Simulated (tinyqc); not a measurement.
Isotype n-N heterojunction, non-linear Poisson equation by Newton steps, Boltzmann statistics: effect of the donor density of material 1.

One dimension, material 1 (n-type) at x < 0 and material 2 (n-type) at x > 0. Band edges: Ec = -psi in material 1 and -psi + dEc in material 2, Ev = Ec - Eg. Equilibrium, Fermi level at 0. n = Nc F((EFn - Ec)/Vt), p = Nv F((Ev - EFp)/Vt), with F(eta) = exp(eta) (Boltzmann statistics); full ionisation, no interface charge, classical densities; the doping types are chosen for the exercise.

Exact first integral: on each side D^2/(2 eps0 er) = G, G = q [Vt (nI_j - nI_b) + Vt (pI_j - pI_b) - C (psi_j - psi_b)], with C = +N1 or +N2, b the neutral end of that side, and nI, pI the densities themselves. D is continuous, so er1 G1(psi_j) = er2 G2(psi_j) fixes psi_j. Ends from Nc1 F(psi_L/Vt) = N1 and Nc2 F((V + psi_R - dEc)/Vt) = N2. D is counted positive when psi rises towards material 2.

Inputs (values chosen for the exercise); band and dielectric values close to those of InP and InAlAs:

| symbol | value | unit | meaning |
|---|---|---|---|
| T | 350 | K | temperature |
| Eg1 | 1.35 | eV | band gap of material 1 |
| er1 | 12.6 |  | relative permittivity of material 1 |
| Nc1 | 7.22e17 | cm^-3 | conduction-band density of states of material 1 |
| Nv1 | 1.39e19 | cm^-3 | valence-band density of states of material 1 |
| Eg2 | 1.47 | eV | band gap of material 2 |
| er2 | 12.5 |  | relative permittivity of material 2 |
| Nc2 | 6.35e17 | cm^-3 | conduction-band density of states of material 2 |
| Nv2 | 1.29e19 | cm^-3 | valence-band density of states of material 2 |
| dEc | 0.26 | eV | conduction-band offset Ec2 - Ec1 |
| N2 | 2.1e16 | cm^-3 | donor density of material 2 |
| V | 0 | V | bias of side 1 against side 2 |

Constants: q = 1.602176634e-19 C, kB = 1.380649e-23 J/K, Vt = kB T/q, eps0 = 8.8541878128e-14 F/cm where lengths are in cm. Results are converted to the units shown.

Results:
```
N1 (cm^-3)	psi_R - psi_L (V)	psi_j - psi_L (V)	psi_R - psi_j (V)	D/q (cm^-2)	n_j in 1 (cm^-3)	n_j in 2 (cm^-3)
8e14	0.3624	0.1532	0.2092	2.279e11	1.286e17	2.040e13
1.7e15	0.3397	0.1313	0.2084	2.274e11	1.322e17	2.098e13
3.5e15	0.3179	0.1109	0.2070	2.265e11	1.385e17	2.198e13
7.4e15	0.2953	0.09079	0.2045	2.250e11	1.502e17	2.382e13
3.3e16	0.2502	0.05544	0.1948	2.186e11	2.074e17	3.290e13
6.9e16	0.2280	0.04134	0.1867	2.131e11	2.717e17	4.310e13
1.4e17	0.2067	0.03023	0.1764	2.061e11	3.814e17	6.050e13
```

Estimate the missing row, N1 = 1.6e16 cm^-3.

Computed row:
```
N1 (cm^-3)	psi_R - psi_L (V)	psi_j - psi_L (V)	psi_R - psi_j (V)	D/q (cm^-2)	n_j in 1 (cm^-3)	n_j in 2 (cm^-3)
1.6e16	0.2721	0.07157	0.2005	2.223e11	1.717e17	2.723e13
```

With this row back in the table: As N1 goes from 8e14 to 1.4e17, the total bending falls from 0.362 to 0.207 V and the sheet charge D/q falls from 2.28e11 to 2.06e11 cm^-2; the share of the bending in material 1 falls from 42.3 to 14.6 %. In every row electrons move into material 1, which accumulates, while the other side depletes. For N1 = 6.9e16, 1.4e17 a density at the interface exceeds 0.3 of the band density of states, which Boltzmann statistics overestimate.

tinyqc, about 0.02 s, one thread, Intel Xeon 2.30GHz (shared host): `OMP_NUM_THREADS=1 python tinyqc.py 2040004 2040005 out.jsonl`
